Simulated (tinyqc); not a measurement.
# Changing the photon flux entering

Model: surface photovoltage measurement of the minority-carrier diffusion length in a wafer. Computed by tinyqc, a small Python program. Command: `OMP_NUM_THREADS=1 python tinyqc.py 3130461 3130462 out.jsonl spv sweep`. One thread of a shared host (Intel(R) Xeon(R) Processor @ 2.30GHz), about 0.01 s of CPU time with the checks.

Low injection, steady light, a depletion layer much thinner than 1/alpha and L. The excess density dn is taken at the front edge of the neutral region; light that reaches the back is lost.

Inputs (values chosen for the exercise, modelled on p-type silicon at room temperature):
```
quantity                                             value        unit
diffusion length L                                      28  micrometre
wafer thickness W                                      625  micrometre
diffusivity D                                         28.1      cm^2/s
front recombination velocity S_f                       180        cm/s
back recombination velocity S_b                       1000        cm/s
minority density at the surface barrier scale n_0  8.4e+08      1/cm^3
temperature T                                          298           K
wavelength                                             938          nm
```

Constants: k_B = 8.617333262e-05 eV/K.

Method:
- alpha = (84.732/lambda - 76.417)^2 per cm with lambda in micrometre (an empirical fit for silicon between 0.7 and 1.05 micrometre).
- Thick wafer: dn = Phi L/((S_f + D/L)(L + 1/alpha)). Finite wafer, with s = S_b L/D, w = W/L, a = alpha L: dn = [Phi a/(a^2 - 1)] [a - B - exp(-alpha W)(a - s)/(cosh w + s sinh w)]/(S_f + B D/L), B = (sinh w + s cosh w)/(cosh w + s sinh w).
- Photovoltage V = (k_B T/e) ln(1 + dn/n_0). Lifetime = L^2/D.

One run for each value:
```
photon flux entering (1/(cm^2 s))  photovoltage V (mV)  dn, finite wafer (1/cm^3)
1.00e+10                                    1.0519e-02                 3.4415e+05
1.00e+11                                    1.0500e-01                 3.4415e+06
1.00e+12                                    1.0311e+00                 3.4415e+07
1.00e+13                                    8.8179e+00                 3.4415e+08
1.00e+14                                    4.1824e+01                 3.4415e+09
1.00e+15                                    9.5964e+01                 3.4415e+10
1.00e+16                                    1.5454e+02                 3.4415e+11
```

What does the table show, and why?

Over the rows, photovoltage V (mV) rises from 0.0105 to 155 (exponent d ln y / d ln x 1.00 between the first rows and 0.21 between the last); dn, finite wafer (1/cm^3) rises from 344000 to 3.44e11 (exponent d ln y / d ln x about 1.0 throughout). At the low end the exponent of photovoltage V is 1.00, close to 1: the linear range.

Caution (rows 1.00e13, 1.00e14, 1.00e15, 1.00e16): dn is not small against n_0, so V is not linear in the flux; the constant-flux reading then needs dn, not V.

Extremes, crossings and ranges named in words are read from the listed rows.
